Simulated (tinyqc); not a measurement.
## Bulk transistor, scale length and short-channel effects: effect of the insulator thickness

A gate, an insulator of thickness ti and a depleted layer of depth ts on a conducting body. Below threshold the potential that source and drain add obeys Laplace's equation and vanishes on the gate and at the bottom of the depleted layer. Its lowest mode decays along the channel as exp(-k y); k is the smallest positive root of the matching condition at the interface, and the scale length is Lambda = pi/k.

k is the smallest positive root of f(k) = eps_r sin(k ti) cos(k ts) + ei cos(k ti) sin(k ts). Along the channel psi(y) = s + a exp(y/l) + b exp(-y/l) with psi(0) = Vbi, psi(L) = Vbi + Vds and l = 1/k = Lambda/pi; with A = Vbi - s, B = A + Vds, x = exp(-L/l): a = (B - A x) x/(1 - x^2), b = (A - B x)/(1 - x^2). The minimum is s + 2 sqrt(a b), at y = (l/2) ln(b/a). The long-channel potential follows the gate as s = sT + (Vg - VTL)/m, and the threshold VT is the gate voltage at which the minimum equals sT. Swing = m Vt ln 10/g at threshold, g = d(minimum)/ds = 1 - (b x + a)/((1 + x) sqrt(a b)). DIBL = [VT(0.05 V) - VT(Vds)]/(Vds - 0.05 V). sT and Vbi are held fixed; m = 1 + eps_r ti/(ei ts) in each row.

Parameters, values chosen for the exercise; permittivities: semiconductor made up, insulator close to that of silicon dioxide:

| symbol | value | unit | meaning |
|---|---|---|---|
| T | 250 | K | temperature |
| eps_r | 14.6 |  | relative permittivity of the semiconductor |
| ei | 3.81 |  | relative permittivity of the insulator |
| ts | 23 | nm | depletion depth |
| L | 75 | nm | channel length |
| Vbi | 0.86 | V | potential of the source |
| sT | 0.41 | V | potential of the barrier top at threshold |
| Vds | 1 | V | drain voltage |

Constants: q = 1.602176634e-19 C, kB = 1.380649e-23 J/K, Vt = kB T/q. Results are converted to the units shown.

Effect of the insulator thickness:
```
ti (nm),Lambda (nm),L/Lambda,VT - VTL at Vds (mV),DIBL (mV/V),swing (mV/decade)
0.67,25.49,2.942,-18.08,7.895,56.44
0.87,26.18,2.865,-21.10,9.218,58.31
1.1,26.94,2.784,-24.82,10.85,60.48
1.5,28.15,2.664,-31.85,13.94,64.28
1.9,29.24,2.565,-39.47,17.30,68.13
2.5,30.69,2.444,-51.78,22.73,73.96
3.2,32.12,2.335,-67.18,29.54,80.83
```

As ti goes from 0.67 to 3.2 nm, Lambda rises from 25.5 to 32.1 nm, DIBL rises from 7.89 to 29.5 mV/V and the swing rises from 56.4 to 80.8 mV a decade. On average Lambda goes as ti^(0.15).

Computed by the program tinyqc: `OMP_NUM_THREADS=1 python tinyqc.py 2420102 2420103 out.jsonl`, one thread of a shared Intel Xeon 2.30GHz, about 0.01 s for the whole run.
